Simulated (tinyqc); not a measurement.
Field-effect mobility of a thin-film transistor with band-tail and deep states (multiple trapping): one step, computed by the program tinyqc.

A thick film in accumulation at small drain voltage. Only free electrons move; trapped ones still screen the gate. N_c and mu_0 are held fixed when T changes, leaving out the T^(3/2) growth of N_c. x = E_0 - psi is the distance of the Fermi level below the band edge.

Task: Free and trapped densities. F_j(eta) = int_0^infinity x^j/(1 + exp(x - eta)) dx, without a gamma-function factor. Integrals over x = E/(k_B T) use 160 Gauss-Legendre points in u = sqrt(x) from 0 to sqrt(max(eta, 0) + 32). Free n(x) = N_c (2/sqrt(pi)) F_1/2(-x/k_B T), with F_1/2 from its two-term series in exp(-x/k_B T) for x >= 12 k_B T; tail n_t(x) = int_0^1.2eV g_t exp(-E/E_t)/(1 + exp((x - E)/k_B T)) dE, E counted down from the edge, 120 Gauss-Legendre points; space charge rho(psi) = n + n_t less its value at psi = 0.

Inputs (values chosen for the exercise, modelled on polycrystalline silicon):
```
quantity,value,unit
effective density of states N_c,2.7e+19,1/cm^3
tail density at the edge g_t,6.4e+20,1/(eV cm^3)
tail width E_t,60,meV
temperature T,200,K
```

Deep states: none.

Constants: k_B = 8.617333262e-05 eV/K.

Give: Local densities at x = 0.4, 0.3, 0.2, 0.15, 0.1, 0.05, 0 and -0.05 eV.

Result:

Local densities at x = 0.4, 0.3, 0.2, 0.15, 0.1, 0.05, 0 and -0.05 eV:
```
x (eV),n (1/cm^3),n_t (1/cm^3),n/(n + n_t)
0.40,2.248e+09,5.619e+16,4.001e-08
0.30,7.442e+11,2.975e+17,2.502e-06
0.20,2.464e+14,1.575e+18,1.564e-04
0.15,4.482e+15,3.622e+18,1.236e-03
0.10,8.147e+16,8.293e+18,9.729e-03
0.05,1.456e+18,1.836e+19,7.348e-02
0.00,2.066e+19,3.273e+19,3.869e-01
-0.05,1.163e+20,3.794e+19,7.539e-01
```

E_t/k_B T = 3.48: deep in the tail n_t follows exp(-x/E_t), more slowly than n, so the free share grows as the Fermi level rises.
